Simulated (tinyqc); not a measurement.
Polarisation charge from two barrier thicknesses.

Inverse problem. Voff = phiB - dEc - q sigma d/(eps0 eb). Find sigma, phiB - dEc and the thickness at which Voff = 0.

Constants: q = 1.602176634e-19 C, eps0 = 8.8541878128e-14 F/cm where lengths are in cm. Results are converted to the units shown.

Voff at d = 17 and 29 nm (V): [-5.7906215, -10.369554]
eb = 9.0517000

Answer. Voff is a straight line in d: its slope is -q sigma/(eps0 eb) and its intercept phiB - dEc.

sigma = 1.909e13 cm^-2
phiB - dEc = 0.6962 V
thickness for Voff = 0 = 1.825 nm

tinyqc, about 0.01 s, one thread, Intel Xeon 2.30GHz (shared host): `OMP_NUM_THREADS=1 python tinyqc.py 2180027 2180028 out.jsonl`
